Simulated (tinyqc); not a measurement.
# Resistance of a source-drain extension with a graded tip: effects of single changes

y runs along the channel, the gate covers y > 0. The doping is N0 for y < y0 and N0 10^(-(y - y0)/la) beyond, uniform over the depth xj. Sheet conductance s(y) = q mu(N) max(N - Nch, 0) xj + (for y > 0) ma Cox Vo, with mu(N) = u0 + (u1 - u0)/(1 + (N/Nr)^au) and Cox = eps0 eox/tox. Current is taken as one-dimensional; depletion of the tip, spreading and the contact are left out. The metallurgical junction lies at yj, where N = Nch.

Parameters, values chosen for the exercise; mobility law close to that of holes in silicon: relative permittivity of the gate insulator (close to silicon dioxide) eox = 3.9; insulator thickness tox = 1.3 nm; active doping of the extension far from the gate N0 = 2.6e20 cm^-3; lateral abruptness la = 2.5 nm/decade; position under the gate where the fall begins (gate edge at 0) y0 = 0.3 nm; depth of the extension xj = 15 nm; channel doping Nch = 5.5e17 cm^-3; spacer length Ls = 18 nm; gate overdrive Vo = 0.58 V; mobility of the gate-induced layer ma = 64 cm^2/(V s); mobility at low doping u1 = 470.5 cm^2/(V s); mobility at high doping u0 = 44.9 cm^2/(V s); reference doping Nr = 2.23e17 cm^-3; exponent au = 0.719; gate length Lg = 45 nm.

Constants: q = 1.602176634e-19 C, eps0 = 8.8541878128e-14 F/cm where lengths are in cm. Results are converted to the units shown.

Each table varies one quantity; the others keep the values above.

## Abruptness at a fixed junction position

R_spacer = integral of dy/s from -Ls to 0, R_ov from 0 to yj, R_channel = (Lg - 2 yj)/(ma Cox Vo), R_total = 2 R_spacer + 2 R_ov + R_channel. Electrical length L_eff = ma Cox dR_total/d(1/Vo); R_series = R_total - L_eff/(ma Cox Vo). y0 is moved with la so that yj stays at 6.9865 nm.

The same in every row: yj (nm) = 6.987; R_channel (ohm um) = 314.7.

Abruptness at a fixed junction position:
```
la (nm/decade),R_spacer (ohm um),R_ov (ohm um),R_total (ohm um),L_eff (nm),R_series (ohm um)
1,6.073,12.33,351.5,32.37,23.17
2,6.073,22.39,371.6,33.70,29.78
3,6.247,32.28,391.7,35.03,36.45
4,8.813,40.19,412.7,36.29,44.61
5,15.00,45.73,436.1,37.38,57.07
6,24.73,49.62,463.4,38.26,75.34
7,37.56,52.45,494.7,38.97,99.47
8,53.08,54.60,530.0,39.55,128.9
```

As la goes from 1 to 8 nm/decade, R_total rises from 351 to 530 ohm um, R_spacer rises from 6.07 to 53.1 ohm um and R_ov rises from 12.3 to 54.6 ohm um. R_total changes on average by 25.5 ohm um for each nm/decade. L_eff exceeds the metallurgical length by 1.35 nm in the first row and 8.52 nm in the last, since the gate also controls the lightly doped tips.

## Effect of the active doping of the extension far from the gate

Same model as above.

Results:
```
N0 (cm^-3),yj (nm),R_spacer (ohm um),R_ov (ohm um),R_channel (ohm um),R_total (ohm um),L_eff (nm),R_series (ohm um)
2e19,4.202,63.08,24.84,371.2,547.0,39.88,142.5
3.1e19,4.677,43.30,25.72,361.5,499.6,38.96,104.4
7.2e19,5.592,20.36,26.76,343.0,437.2,37.15,60.43
1.1e20,6.053,13.75,27.07,333.6,415.2,36.23,47.77
1.7e20,6.525,9.119,27.28,324.0,396.8,35.29,38.91
2.6e20,6.987,6.073,27.41,314.7,381.6,34.37,33.09
4e20,7.454,4.003,27.51,305.2,368.2,33.43,29.13
```

Estimate the missing row, N0 = 4.7e19 cm^-3.

Computed row:
```
N0 (cm^-3),yj (nm),R_spacer (ohm um),R_ov (ohm um),R_channel (ohm um),R_total (ohm um),L_eff (nm),R_series (ohm um)
4.7e19,5.129,29.98,26.33,352.3,464.9,38.07,78.85
```

With this row back in the table: As N0 goes from 2e19 to 4e20, R_total falls from 547 to 368 ohm um, L_eff falls from 39.9 to 33.4 nm and R_series falls from 143 to 29.1 ohm um.

Numbers from tinyqc (`OMP_NUM_THREADS=1 python tinyqc.py 2282148 2282149 out.jsonl`; about 0.03 s on one thread of a shared Intel Xeon 2.30GHz).
